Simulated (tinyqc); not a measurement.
From results back to parameters: Wannier function of the lower band of a two-orbital chain. Four cases, with inputs chosen for the exercise.

Problem. A band E(k) = H0 + 2 H1 cos(ka) + 2 H2 cos(2ka) is known at k = 0, pi/2a and pi/a. The values come from hidden hoppings; c = hbar^2/2m0.

Constants: hbar^2/2m0 = 3.80998211 eV angstrom^2.
Find: H0, H1, H2; m0/m at k = 0.

Method. H0 = (E0 + 2 E1 + E2)/4, H1 = (E0 - E2)/4, H2 = (E0 - 2 E1 + E2)/8; the curvature at k = 0 gives m0/m = -(H1 + 4 H2) a^2/c.

Case 1.

Values chosen: a = 4.6 angstrom (period).

E (eV): 0 -2.6470, pi/2a -1.4910, pi/a -0.1510

Solution.

H0, H1, H2 (eV): -1.445  -0.624  0.023

m0/m at k = 0 = 2.955

Case 2.

Values chosen: a = 3.2 angstrom (period).

E (eV): 0 -0.7410, pi/2a -0.7150, pi/a 0.4150

Solution.

H0, H1, H2 (eV): -0.439  -0.289  0.138

m0/m at k = 0 = -0.707

Case 3.

Values chosen: a = 5.2 angstrom (period).

E (eV): 0 -3.6640, pi/2a -2.8640, pi/a -2.0240

Solution.

H0, H1, H2 (eV): -2.854  -0.410  0.005

m0/m at k = 0 = 2.768

Case 4.

Values chosen: a = 4.1 angstrom (period).

E (eV): 0 -1.3500, pi/2a -0.9660, pi/a 0.2100

Solution.

H0, H1, H2 (eV): -0.768  -0.390  0.099

m0/m at k = 0 = -0.026

Computed by tinyqc, one run a case: `OMP_NUM_THREADS=1 python tinyqc.py N N+1 out.jsonl` with N = 1481909, 1481967, 1482095, 1482186; one thread of a shared Intel(R) Xeon(R) Processor @ 2.30GHz, about 0.2 s a run at most.
